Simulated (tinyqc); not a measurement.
# Double-gate transistor below threshold, two-dimensional Poisson equation on a small mesh: effect of the drain voltage

Half of a symmetric double-gate structure: row 0 is the mid-plane of the body, where the normal field vanishes. Mobile charge is neglected (subthreshold), the body is fully depleted, and potentials are counted from the intrinsic level; rows run upward to the gate, columns from source to drain.

Mesh: rows i = 0..12 in the semiconductor (step hs = tb/12, row 12 on the interface), then 8 step(s) ho = tox/8 up to the gate row 20; columns j = 0..80 (step hy = L/80). Box integration, divided by eps0: up_i = eps hy/h of the interval above row i, dn_i = that of the interval below (0 for row 0), lat_i = (sum of eps h/2 over the intervals above and below)/hy, s_i = -q Na w_i hy/eps0 with w_i the semiconductor height of the box (hs/2 for row 0 and the interface row, hs between, 0 in the insulator). Each free node obeys (up + dn + 2 lat) psi = up psi(above) + dn psi(below) + lat [psi(left) + psi(right)] + s. Fixed values: gate row Vg - Vfb; column 0 at Vbi and the last column at Vbi + Vd in the semiconductor, each running linearly to Vg - Vfb across the insulator. The system is solved directly. On row 0 the minimum of psi and its place come from a parabola through the three lowest nodes; barrier = Vbi - minimum, swing = Vt ln 10/(d psi/dVg), DIBL = (d psi/dVd)/(d psi/dVg) there. Lambda = pi/k with k the smallest positive root of tan(k tox) tan(k tb) = eox/eps_r.

Values chosen for this exercise; semiconductor permittivity made up:
```
symbol,value,unit,meaning
T,350,K,temperature
eps_r,12.7,,relative permittivity of the semiconductor
eox,3.9,,relative permittivity of the insulator
tb,4,nm,half the body thickness
tox,1.9,nm,insulator thickness
L,27,nm,channel length
Na,3.8e17,cm^-3,acceptor density of the depleted body
Vbi,0.56,V,potential of the source
Vfb,-0.05,V,gate offset
Vg,0,V,gate voltage
```

Constants: q = 1.602176634e-19 C, kB = 1.380649e-23 J/K, Vt = kB T/q, eps0 = 8.8541878128e-14 F/cm where lengths are in cm. Results are converted to the units shown.

Result of one run:

| L/Lambda | barrier (V) | place y/L | swing (mV/decade) | DIBL (mV/V) |
|---|---|---|---|---|
| 1.537 | 0.3522 | 0.3841 | 89.60 | 70.23 |

Which drain voltage Vd gave this result: 0.05, 0.25, 0.45, 0.65 or 1.05 V?

Vd = 1.05 V.

The whole series:

| Vd (V) | L/Lambda | barrier (V) | place y/L | swing (mV/decade) | DIBL (mV/V) |
|---|---|---|---|---|---|
| 0.05 | 1.537 | 0.4210 | 0.4904 | 86.16 | 114.7 |
| 0.25 | 1.537 | 0.4040 | 0.4591 | 86.55 | 98.70 |
| 0.45 | 1.537 | 0.3891 | 0.4349 | 87.18 | 88.19 |
| 0.65 | 1.537 | 0.3757 | 0.4151 | 87.94 | 80.62 |
| 0.85 | 1.537 | 0.3635 | 0.3985 | 88.75 | 74.83 |
| 1.05 | 1.537 | 0.3522 | 0.3841 | 89.60 | 70.23 |

As Vd goes from 0.05 to 1.05 V, the barrier falls from 0.421 to 0.352 V, the swing rises from 86.2 to 89.6 mV a decade and DIBL falls from 115 to 70.2 mV/V; the ideal swing is 69.4. The barrier top moves from y/L = 0.490 to 0.384, towards the source.

Program tinyqc, `OMP_NUM_THREADS=1 python tinyqc.py 2480002 2480003 out.jsonl`; Intel Xeon 2.30GHz, shared host, one thread, about 0.09 s.
